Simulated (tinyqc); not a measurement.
Inside a calculation. Method: bound state in one dimension: Numerov shooting, finite differences, DVR. Computed by tinyqc, a small Python program that keeps every step. Settings: points = 96. Command: `OMP_NUM_THREADS=1 python tinyqc.py 21687 21688 out.jsonl` (the two numbers bound the seeds that draw the settings). One thread of a shared host (Intel(R) Xeon(R) Processor @ 2.60GHz), about 0.01 s of CPU time with the checks.

## Numerov steps at E = 0.1

One particle of mass 1 in V = 4.48 (1 - exp(-0.8 x))^2 (atomic units), psi = 0 at both ends:

| parameter | value |
|---|---|
| left end | -1.600000 |
| right end | 7 |
| intervals | 96 |
| h | 0.089583 |
| state sought (nodes) | 0 |

k_i = 2 m (E - V_i); (1 + h^2 k_(i+1)/12) y_(i+1) = 2 (1 - 5 h^2 k_i/12) y_i - (1 + h^2 k_(i-1)/12) y_(i-1), from y_0 = 0, y_1 = 0.001.

Points along the way:

| i | x | V | k | y |
|---|---|---|---|---|
| 0 | -1.600000 | 30.206570 | -60.213139 | 0.000000 |
| 1 | -1.510417 | 24.696606 | -49.193211 | 0.001000 |
| 2 | -1.420833 | 20.065889 | -39.931777 | 0.002393 |
| 3 | -1.331250 | 16.187086 | -32.174172 | 0.004556 |
| 4 | -1.241667 | 12.950555 | -25.701109 | 0.007898 |
| 5 | -1.152083 | 10.261931 | -20.323863 | 0.012872 |
| 32 | 1.266667 | 1.817806 | -3.435611 | 1.035553 |
| 33 | 1.356250 | 1.963916 | -3.727831 | 1.189097 |
| 34 | 1.445833 | 2.104996 | -4.009992 | 1.378361 |
| 35 | 1.535417 | 2.240716 | -4.281433 | 1.612170 |
| 36 | 1.625000 | 2.370861 | -4.541722 | 1.901612 |
| 37 | 1.714583 | 2.495306 | -4.790611 | 2.260671 |

## Bisection on the node count

With more sign changes than the state has nodes (the last point included) the energy is too high, else too low; the bracket starts as 0.1 to 10.

Trials:

| trial | E | sign changes | y at the right end | next |
|---|---|---|---|---|
| 1 | 5.05000000 | 4 | 1.80e-02 | lower |
| 2 | 2.57500000 | 1 | -3.12e+02 | lower |
| 3 | 1.33750000 | 1 | -1.71e+04 | lower |
| 4 | 0.71875000 | 0 | 2.61e+05 | raise |
| 5 | 1.02812500 | 0 | 2.08e+04 | raise |
| 6 | 1.18281250 | 1 | -8.88e+03 | lower |
| 7 | 1.10546875 | 0 | 2.13e+03 | raise |
| 8 | 1.14414062 | 1 | -4.16e+03 | lower |
| 9 | 1.12480469 | 1 | -1.23e+03 | lower |
| 10 | 1.11513672 | 0 | 3.92e+02 | raise |
| 11 | 1.11997070 | 1 | -4.34e+02 | lower |
| 12 | 1.11755371 | 1 | -2.45e+01 | lower |
| 13 | 1.11634521 | 0 | 1.83e+02 | raise |
| 14 | 1.11694946 | 0 | 7.89e+01 | raise |
| ... | ... | ... | ... | ... |
| 28 | 1.11741021 | 1 | -4.07e-03 | lower |
| 29 | 1.11741019 | 1 | -9.14e-04 | lower |
| 30 | 1.11741018 | 0 | 6.63e-04 | raise |

eigenvalue = 1.11741018 hartree

## The same grid by other methods

Three-point finite differences and the sine-DVR kinetic matrix of Colbert and Miller on the same points.

Lowest levels (hartree):

| state | finite differences | DVR |
|---|---|---|
| 0 | 1.116228 | 1.117413 |
| 1 | 2.868952 | 2.872219 |
| 2 | 3.983913 | 3.987485 |
